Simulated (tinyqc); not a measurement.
What each parameter does: heterojunction of two tight-binding chains.

Left chain: hopping -t1, sites at 2 t1 (band bottom 0). Right chain: hopping -t2, sites at dE + 2 t2 (bottom dE). t = c/(m a^2), c = hbar^2/2m0. The bond across the interface is -tc with tc = f sqrt(t1 t2), and the last left site has the extra energy U. In a chain E = bottom + 2t (1 - cos(ka)); the surface Green function of a half chain is g = -exp(ika)/t, with Im k > 0 where cos(ka) > 1.

Constants: hbar^2/2m0 = 3.80998211 eV angstrom^2.

Parameters, chosen for this exercise (masses and offset of the size met at GaAs / AlGaAs; the results hold for these values, not for the real material):
```
symbol  value  unit      meaning
a       5.65   angstrom  site spacing
m1      0.07   m0        mass on the left
m2      0.092  m0        mass on the right
dE      0.23   eV        band offset
f       0.95             factor on the interface hopping
U       0.17   eV        extra energy on the last left site
E       0.318  eV        electron energy
```

T = 4 Im(S1) Im(S2) |G|^2 with G = 1/(E - 2 t1 - U - S1 - S2), S1 = -t1 exp(i k1 a), S2 = -(tc^2/t2) exp(i k2 a). Each row changes one parameter from the base and keeps the others.

Results:
```
case                    T    k1 a    k2 a
base               0.8798  0.4353  0.2612
m1 = 0.084 m0      0.8599  0.4776  0.2612
m2 = 0.1104 m0     0.9003  0.4353  0.2863
dE = 0.18 eV       0.9239  0.4353  0.3276
f = 0.855          0.6880  0.4353  0.2612
U = 0.37 eV        0.7988  0.4353  0.2612
a = 4.52 angstrom  0.8696  0.3472  0.2087
```

The largest shifts from the base row, up to three for each result and ties (the steps differ in size, so this ranks the rows, not the parameters). T: f -0.1918, U -0.0810, dE +0.0441. k1 a: a -0.0881, m1 +0.0423; unchanged at the printed digits by m2, dE, f and U. k2 a: dE +0.0664, a -0.0525, m2 +0.0251; unchanged at the printed digits by m1, f and U.

Run: tinyqc, `OMP_NUM_THREADS=1 python tinyqc.py 1481473 1481474 out.jsonl`; Intel(R) Xeon(R) Processor @ 2.30GHz, one thread, shared host; about 0.01 s of CPU time with all checks.
